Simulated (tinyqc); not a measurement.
## Inverter chain driving a load

N inverters, each f = Hc^(1/N) times larger than the one before: delay tau N (f + pp). Switched capacitance in units of the first input, with output capacitance pp times the input: Hc + (1 + pp)(Hc - 1)/(f - 1).

Values chosen for this exercise:
```
symbol,value,unit,meaning
Hc,340,,load over the input capacitance of the chain
pp,1.5,,parasitic delay of an inverter
tau,1.8,ps,delay unit
```

Results:

| N | f | delay (ps) | switched capacitance |
|---|---|---|---|
| 1 | 340.0 | 614.7 | 342.5 |
| 2 | 18.44 | 71.78 | 388.6 |
| 3 | 6.980 | 45.79 | 481.7 |
| 4 | 4.294 | 41.72 | 597.3 |
| 6 | 2.642 | 44.73 | 856.2 |
| 7 | 2.300 | 47.87 | 992.2 |
| 8 | 2.072 | 51.44 | 1130 |

Estimate the missing row, N = 5.

Computed row:

| N | f | delay (ps) | switched capacitance |
|---|---|---|---|
| 5 | 3.208 | 42.38 | 723.8 |

With this row back in the table: The delay goes from 615 through a minimum of 41.7 (at N = 4 among the rows listed) to 51.4 ps. The best stage effort solves pp + rho (1 - ln rho) = 0, rho = 3.97, which gives N = ln Hc/ln rho = 4.23. One stage fewer than the best costs 9.8 % in delay and saves 19 % of the switched capacitance.

Numbers from tinyqc (`OMP_NUM_THREADS=1 python tinyqc.py 2082062 2082063 out.jsonl`; about 0.01 s on one thread of a shared Intel Xeon 2.30GHz).
